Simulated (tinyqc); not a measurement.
Trench capacitor in an array: capacitance, non-linearity, leakage and relaxation: one step of the calculation.

A film between two metal electrodes, each interface adding a series capacitance ci. The small-signal permittivity is ek (1 + aq E^2); the field is found with the linear permittivity. Leakage J = J0 sinh(E/Ef). After a voltage step the film passes a relaxation current kr C V tt^(-nr), tt being the time in seconds. The sidewall is a coaxial capacitor with radii a = dm/2 - t and b = dm/2, depth AR dm; the end face is left out.

Question. Planar capacitance, field and non-linearity. Planar film: Cf = eps0 ek/t, 1/C = 1/Cf + 2/ci, EOT = 3.9 eps0/C, effective permittivity C t/eps0, E = (V/t) C/Cf; quadratic coefficient [C(V)/C - 1]/V^2 with Cf (1 + aq E^2) in C(V).

Inputs (values chosen for the exercise); permittivity of the order of that of titanium dioxide:

| symbol | value | unit | meaning |
|---|---|---|---|
| ek | 73 |  | relative permittivity of the film |
| t | 5.9 | nm | film thickness |
| ci | 1000 | uF/cm^2 | capacitance of each electrode interface (dead layer and screening) |
| aq | 0.039 | cm^2/MV^2 | quadratic field coefficient of the permittivity |
| V | 1.7 | V | bias |
| J0 | 1.1e-10 | A/cm^2 | leakage prefactor |
| Ef | 0.21 | MV/cm | field for an e-fold rise of the leakage |

Constants: eps0 = 8.8541878128e-14 F/cm where lengths are in cm. Results are converted to the units shown.

Give: Cf; C; EOT; effective permittivity; E; quadratic coefficient; J.

Answer.

Cf = 10.955 uF/cm^2
C = 10.720 uF/cm^2
EOT = 0.32211 nm
effective permittivity = 71.435
E = 2.8196 MV/cm
quadratic coefficient = 1.0429e5 ppm/V^2
J = 3.7277e-5 A/cm^2

The interfaces take 2.14 % of the voltage.

Computed by the program tinyqc: `OMP_NUM_THREADS=1 python tinyqc.py 2102121 2102122 out.jsonl`, one thread of a shared Intel Xeon 2.30GHz, about 0.01 s for the whole run.
